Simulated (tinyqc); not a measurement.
# Off-state leakage of single and stacked transistors: two studies

n-channel devices of unit width. Subthreshold current I(Vg, Vs, Vd) = I0 (T/300 K)^0.5 exp[(Vg - Vs - VT(T) - gb (Vs - Vb) + dd (Vd - Vs))/(nf Vt)] (1 - exp(-(Vd - Vs)/Vt)), VT(T) = VT - cT (T - 300 K). Gate-edge tunnelling Ig (Vd/1 V) exp(ag (Vd - 1 V)), for a gate at 0 V, and band-to-band leakage Ab u exp(-Bb/u), u = Vd - Vb + 1 V, flow at a drain held at V; both are taken as independent of T. In a stack of off transistors (all gates at 0 V) the same subthreshold current passes through each.

Inputs (values chosen for the exercise); values of the order met in bulk silicon logic transistors: temperature T = 300 K; supply voltage V = 1 V; threshold at 300 K, zero drain and body bias VT = 0.3 V; fall of the threshold with temperature cT = 0.5 mV/K; current at threshold at 300 K I0 = 0.22 uA/um; slope factor nf = 1.48; drain-induced lowering per volt dd = 0.08; rise of the threshold per volt of source-body bias gb = 0.09; gate-edge tunnelling current at 1 V Ig = 5e-5 uA/um; exponential slope of the gate current ag = 3.7 1/V; prefactor of band-to-band leakage at the drain Ab = 30 uA/(um V); its exponential voltage Bb = 18 V; body voltage Vb = -0.3 V.

Constants: q = 1.602176634e-19 C, kB = 1.380649e-23 J/K, Vt = kB T/q. Results are converted to the units shown.

Each table varies one quantity; the others keep the values above.

## Subthreshold current against the height of the stack

All n gates at 0 V, bottom source at 0 V, top drain at V; node voltages follow from equal currents.

Results:
```
n	I (nA/um)	reduction factor	drain voltage of the bottom device (mV)	source voltage of the top device (mV)	voltage across the top device (V)
1	0.3458	1.000	1000	0	1.000
2	0.04534	7.626	66.44	66.44	0.9336
3	0.02479	13.95	20.96	86.17	0.9138
5	0.01316	26.28	9.296	106.9	0.8931
6	0.01068	32.38	7.305	113.7	0.8863
```

Estimate the missing row, n = 4.

Computed row:
```
n	I (nA/um)	reduction factor	drain voltage of the bottom device (mV)	source voltage of the top device (mV)	voltage across the top device (V)
4	0.01717	20.14	12.83	98.20	0.9018
```

With this row back in the table: The second transistor cuts the current by a factor of 7.63, the third by a further 1.83 and the sixth by 1.23. The top device keeps 88.6 % of the supply at n = 6, while the drain voltage of the bottom one falls to 0.283 Vt.

## Leakage components against the threshold

Same model as above.

One transistor with Vg = Vs = 0, Vd = V; stack factor I(one)/I(two in series).

The same in every row: gate edge (nA/um) = 0.05000; band-to-band (nA/um) = 27.54; stack factor = 7.626.

Results:
```
VT (V)	subthreshold (nA/um)	total (nA/um)	largest part
0.15	17.43	45.03	band-to-band
0.2	4.719	32.31	band-to-band
0.25	1.277	28.87	band-to-band
0.3	0.3458	27.94	band-to-band
0.35	0.09359	27.69	band-to-band
0.45	0.006857	27.60	band-to-band
0.5	0.001856	27.60	band-to-band
0.55	5.024e-4	27.59	band-to-band
0.6	1.360e-4	27.59	band-to-band
```

Estimate the missing row, VT = 0.4 V.

Computed row:
```
VT (V)	subthreshold (nA/um)	total (nA/um)	largest part
0.4	0.02533	27.62	band-to-band
```

With this row back in the table: As VT goes from 0.15 to 0.6, the total leakage falls from 45.0 to 27.6 nA/um. The band-to-band part leads at VT = 0.15 and in all other rows. The reduction by a stack of two stays at 7.63, for the subthreshold part alone. For VT = 0.15 the gate is within about 3 nf Vt of threshold, where the exponential law overstates the current.

Program tinyqc, `OMP_NUM_THREADS=1 python tinyqc.py 2242112 2242113 out.jsonl`; Intel Xeon 2.30GHz, shared host, one thread, about 0.04 s.
